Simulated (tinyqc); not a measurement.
Capacitances against the space between lines.

Endless row of lines of width wl, height tl and space sl between grounded planes at distance hd; e2 fills the gaps beside the lines, e1 the rest. Laplace's equation is solved on meshes of 3, 6 and 12 steps per unit u and extrapolated (Aitken), which is good to about 0.2 %. C_even (all lines at 1 V) is the capacitance Cg to the planes; C_odd (neighbours in antiphase) = Cg + 4 Cc if only nearest neighbours couple, which defines Cc; total with quiet neighbours Cg + 2 Cc. Plate values 2 eps0 e1 wl/hd and eps0 e2 tl/sl.

Parameters, values chosen for the exercise: relative permittivity above and below the lines e1 = 3.9; relative permittivity between the lines e2 = 2.7; line width, in units u wl = 4 u; line height tl = 12 u; distance to each plane hd = 6 u.

Constants: eps0 = 8.8541878128e-12 F/m. Results are converted to the units shown.

The same in every row: plate Cg (aF/um) = 46.0.

Result of one run:
```
Cg (aF/um)	Cc (aF/um)	Cg + 2 Cc (aF/um)	C_odd (aF/um)	plate Cc (aF/um)	share of coupling, 2 Cc/(Cg + 2 Cc) (%)
136	19.9	176	216	23.9	22.6
```

Which space between lines sl gave this result: 2, 8, 12 or 16 u?

sl = 12 u.

The whole series:
```
sl (u)	Cg (aF/um)	Cc (aF/um)	Cg + 2 Cc (aF/um)	C_odd (aF/um)	plate Cc (aF/um)	share of coupling, 2 Cc/(Cg + 2 Cc) (%)
2	67.6	172	412	756	143	83.6
4	86.2	86.7	260	433	71.7	66.8
6	102	55.1	212	323	47.8	51.9
8	116	38.0	192	268	35.9	39.6
12	136	19.9	176	216	23.9	22.6
16	150	10.9	172	193	17.9	12.7
24	163	3.35	170	176	12.0	3.94
```

As sl goes from 2 to 24, Cg rises from 67.6 to 163 aF/um, Cc falls from 172 to 3.35 aF/um and the share of coupling falls from 83.6 to 3.94 %. Cg is 1.47 times its plate value in the first row and 3.54 times in the last; for Cc the ratios are 1.20 and 0.280. Neighbours in antiphase raise the load by a factor of 1.84 and 1.04 over quiet ones. For sl = 2 the planes are farther than 0.8 of the pitch, so second neighbours couple too and Cg + 2 Cc understates the quiet load by a per cent or more.

tinyqc, about 1 s, one thread, Intel Xeon 2.30GHz (shared host): `OMP_NUM_THREADS=1 python tinyqc.py 2790174 2790175 out.jsonl`
